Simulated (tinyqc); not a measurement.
# Floating body of a partially depleted SOI transistor: body voltage and kink: what changes with what

Source at 0 V. Channel current Ic = 2 nf K Vt^2 [F(0) - F(Vd)](1 + la Vd), F(V) = ln^2(1 + exp((Vg - VT - nf V)/(2 nf Vt))), VT = VT0 - gb Vb. Saturation voltage Vs = 2 Vt sqrt(F(0)) + 3 Vt, excess Ve = (Vd - Vs + sqrt((Vd - Vs)^2 + 0.0004 V^2))/2, multiplication M1 = Ai Ve exp(-Bl/Ve). Each junction passes D(v) = J1 (exp(v/Vt) - 1) + J2 (exp(v/(2 Vt)) - 1). Bipolar current Ib = bb J1 (exp(Vb/Vt) - 1). The body settles where M1 (Ic + Ib) = D(Vb) + D(Vb - Vd) + Vb/Rb; drain current Id = (1 + M1)(Ic + Ib) - D(Vb - Vd).

Inputs (values chosen for the exercise); values of the order met in partially depleted silicon-on-insulator transistors: temperature T = 330 K; threshold at zero body voltage VT0 = 0.48 V; fall of the threshold per volt of body voltage gb = 0.24; slope factor nf = 1.43; gain factor per width K = 180 uA/(V^2 um); channel-length modulation factor la = 0.09 1/V; impact-ionisation prefactor Ai = 3.05 1/V; impact-ionisation voltage Bl = 6 V; diffusion saturation current of each junction J1 = 1.1e-12 uA/um; recombination saturation current of each junction J2 = 1.2e-7 uA/um; gain of the lateral bipolar transistor on the diffusion current bb = 1; resistance of a weak body tie to the source (1e9 stands for no tie, and the term is then dropped) Rb = 20000 kohm um; gate voltage Vg = 1.02 V; drain voltage Vd = 1.7 V.

Constants: q = 1.602176634e-19 C, kB = 1.380649e-23 J/K, Vt = kB T/q. Results are converted to the units shown.

Each table varies one quantity; the others keep the values above.

## Output curve and kink

Rows with more than one solution for Vb (latch) are left out; dId/dVd by a forward difference over 1e-4 V, swing = 1e-4 V over the change of log10 Id; M1 under 1e-12 is printed as 0.

Output curve and kink:

| Vd (V) | Vb (V) | M1 | Id, floating (uA/um) | Id, grounded (uA/um) | ratio | dId/dVd, floating (uS/um) | dId/dVd, grounded (uS/um) |
|---|---|---|---|---|---|---|---|
| 1 | 0.009007 | 2.232e-5 | 20.17 | 20.01 | 1.008 | 5.254 | 1.663 |
| 1.16 | 0.1295 | 2.857e-4 | 22.68 | 20.28 | 1.118 | 31.94 | 1.762 |
| 1.32 | 0.5453 | 9.228e-4 | 31.72 | 20.59 | 1.541 | 64.57 | 2.113 |
| 1.48 | 0.7035 | 0.003467 | 36.02 | 20.98 | 1.717 | 14.07 | 2.867 |
| 1.64 | 0.7490 | 0.01066 | 38.12 | 21.53 | 1.770 | 13.33 | 4.084 |
| 1.8 | 0.7788 | 0.02546 | 40.51 | 22.31 | 1.816 | 17.07 | 5.745 |

Vb rises from 0.00901 to 0.779 V and the ratio of the currents rises from 1.01 to 1.82. The output conductance with a floating body exceeds the grounded value by the largest factor among the rows, 30.6, at Vd = 1.32 V, where Vb = 0.545 V and M1 = 9.23e-4.

## Transfer curve and swing

Same model as above.

Transfer curve and swing:

| Vg (V) | Vb (V) | M1 | Id, floating (uA/um) | Id, grounded (uA/um) | ratio | swing, floating (mV/decade) | swing, grounded (mV/decade) |
|---|---|---|---|---|---|---|---|
| 0.03 | 2.031e-5 | 0.1198 | 8.492e-6 | 8.491e-6 | 1.000 | 95.16 | 95.17 |
| 0.13 | 2.098e-4 | 0.1196 | 9.719e-5 | 9.707e-5 | 1.001 | 94.28 | 94.39 |
| 0.23 | 0.002368 | 0.1190 | 0.001113 | 0.001098 | 1.014 | 94.53 | 95.82 |
| 0.33 | 0.02818 | 0.1167 | 0.01348 | 0.01156 | 1.167 | 86.00 | 100.8 |
| 0.43 | 0.7038 | 0.08942 | 1.527 | 0.09969 | 15.31 | 169.9 | 115.8 |
| 0.53 | 0.7378 | 0.07121 | 4.399 | 0.5789 | 7.599 | 276.0 | 152.4 |
| 0.63 | 0.7535 | 0.05496 | 8.823 | 2.063 | 4.276 | 394.5 | 219.2 |
| 0.73 | 0.7613 | 0.04130 | 14.66 | 4.985 | 2.941 | 518.8 | 311.9 |
| 0.83 | 0.7644 | 0.03018 | 21.82 | 9.412 | 2.318 | 643.8 | 419.8 |

Read the table: what changes, and by how much?

Vb rises from 2.03e-5 to 0.764 V. The smallest swing among the rows is 86.0 mV a decade with a floating body (at Vg = 0.33 V) and 94.4 with a grounded one; Vt ln 10 = 65.5. The floating swing is smaller by more than 3 % for Vg = 0.33 V, where the rising Vb lowers the threshold as Vg rises. In the first row the floating body raises the current by a factor of 1.00.

Range of the model: The multiplication law is an empirical form chosen for the exercise; self-heating and capacitive coupling to the body are left out, and the linear laws are rough once Vb passes about 0.7 V or M1 about 0.1.

Computed by the program tinyqc: `OMP_NUM_THREADS=1 python tinyqc.py 2182102 2182103 out.jsonl`, one thread of a shared Intel Xeon 2.30GHz, about 0.2 s for the whole run.
